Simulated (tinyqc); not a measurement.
Anisotropic elasticity and sound waves of a cubic crystal: one step, computed by the program tinyqc. Command: `OMP_NUM_THREADS=1 python tinyqc.py 3016634 3016635 out.jsonl cubicelastic walk`. One thread of a shared host (Intel(R) Xeon(R) Processor @ 2.30GHz), about 0.01 s of CPU time with the checks.

Voigt order 1..6 = xx, yy, zz, yz, xz, xy, with engineering shear strains. The rotated frame has x' as named, z' along the wafer normal and y' = z' x x'.

Problem. Stiffness in the rotated frame. C'_ijkl = C12 delta_ij delta_kl + C44 (delta_ik delta_jl + delta_il delta_jk) - H sum_m a_im a_jm a_km a_lm.

Inputs (values chosen for the exercise, for a model crystal): C12 = 173 GPa; C44 = 141 GPa.

Frame: (001) wafer, x' along [210].

H = 235 GPa

direction cosines a (rows x', y', z' in the cube axes), rows x', y', z', columns x, y, z:
$$\begin{pmatrix}
0.894427 & 0.447214 & 0.000000 \\
-0.447214 & 0.894427 & 0.000000 \\
0.000000 & 0.000000 & 1.000000
\end{pmatrix}$$

Give: C'.

Solution.

C' (GPa), rows 1, 2, 3, 4, 5, 6:
$$\begin{pmatrix}
295.2 & 97.8 & 173.0 & 0.0 & 0.0 & 56.4 \\
97.8 & 295.2 & 173.0 & 0.0 & 0.0 & -56.4 \\
173.0 & 173.0 & 220.0 & 0.0 & 0.0 & 0.0 \\
0.0 & 0.0 & 0.0 & 141.0 & 0.0 & 0.0 \\
0.0 & 0.0 & 0.0 & 0.0 & 141.0 & 0.0 \\
56.4 & -56.4 & 0.0 & 0.0 & 0.0 & 65.8
\end{pmatrix}$$

Normal stress couples to shear strain in this frame.
